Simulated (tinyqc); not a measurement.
Tunnelling through a two-layer gate stack, WKB transmission and Tsu-Esaki current: one step of the calculation.

Electrons leave the emitter at x = 0. Energies E (motion across the layers) are in eV from the emitter Fermi level; the collector Fermi level lies at -V and offers states at every E. No charge in the dielectric and no image force: F1 = V/(t1 + t2 eps1/eps2), F2 = F1 eps1/eps2; U = phi1 - F1 x in layer 1 and phi2 - F1 t1 - F2 (x - t1) in layer 2. With C = hbar^2/(2 m0), kappa = sqrt(m (U - E)/C) where U > E and 0 elsewhere; T(E) = exp(-S), S = 2 times the integral of kappa over x.

Problem. Current density on a coarse energy grid. Each layer adds (2/F) sqrt(m/C) [G(u at its left edge) - G(u at its right edge)] to S, with u = U - E (0 where negative) and G(u) = (2/3) u^1.5. The slope follows from 1/d = -dS/dE.

J = J0 times the integral of T(E) N(E) dE, N = ln[(1 + exp(-E/Vt))/(1 + exp((-E - V)/Vt))], J0 = q^2 me m0 kB T/(2 pi^2 hbar^3) (times 1e-4 for A/cm^2 per eV), by Simpson's rule on nE equally spaced points from Ea to Eb.

Inputs (values chosen for the exercise); layer 1 close to silicon dioxide, layer 2 close to zirconium oxide:
```
symbol,value,unit,meaning
T,77,K,temperature
Ef,0.27,eV,Fermi energy of the emitter above its band bottom
me,1,m0,emitter mass in the supply function
phi1,3.16,eV,barrier of layer 1 above the emitter Fermi level at zero bias
m1,0.52,m0,tunnelling mass of layer 1
t1,0.8,nm,thickness of layer 1
eps1,3.98,,relative permittivity of layer 1
phi2,1.45,eV,barrier of layer 2 at zero bias
m2,0.25,m0,tunnelling mass of layer 2
t2,2.5,nm,thickness of layer 2
eps2,24.3,,relative permittivity of layer 2
V,1.1,V,voltage across the dielectric
Ea,-0.27,eV,lower end of the energy grid
Eb,0.064,eV,upper end of the energy grid
nE,13,,points of the energy grid
```

Constants: q = 1.602176634e-19 C, kB = 1.380649e-23 J/K, hbar = 1.054571817e-34 J s, m0 = 9.1093837015e-31 kg, Vt = kB T/q, hbar^2/(2 m0) = 0.0380998212 eV nm^2. Results are converted to the units shown.

Wanted: E; T(E); N; T(E) N; J0; J.

Solution.

| point | E (eV) | T(E) | N | T(E) N |
|---|---|---|---|---|
| 0 | -0.27000 | 3.3441e-10 | 40.691 | 1.3608e-8 |
| 1 | -0.24217 | 4.2890e-10 | 36.496 | 1.5653e-8 |
| 2 | -0.21433 | 5.5227e-10 | 32.302 | 1.7839e-8 |
| 3 | -0.18650 | 7.1411e-10 | 28.107 | 2.0071e-8 |
| 4 | -0.15867 | 9.2749e-10 | 23.912 | 2.2178e-8 |
| 5 | -0.13083 | 1.2103e-9 | 19.718 | 2.3865e-8 |
| 6 | -0.10300 | 1.5874e-9 | 15.523 | 2.4640e-8 |
| 7 | -0.07517 | 2.0931e-9 | 11.328 | 2.3711e-8 |
| 8 | -0.04733 | 2.7758e-9 | 7.1343 | 1.9803e-8 |
| 9 | -0.01950 | 3.7041e-9 | 2.9904 | 1.1077e-8 |
| 10 | 0.00833 | 4.9761e-9 | 0.25062 | 1.2471e-9 |
| 11 | 0.03617 | 6.7338e-9 | 0.0042845 | 2.8851e-11 |
| 12 | 0.06400 | 9.1851e-9 | 6.4726e-5 | 5.9452e-13 |

J0 = 1.0738e8 A/(cm^2 eV)
J = 0.56054 A/cm^2

The integrand peaks at E = -0.103 eV among these points.

Computed by the program tinyqc: `OMP_NUM_THREADS=1 python tinyqc.py 2540103 2540104 out.jsonl`, one thread of a shared Intel Xeon 2.30GHz, about 0.03 s for the whole run.
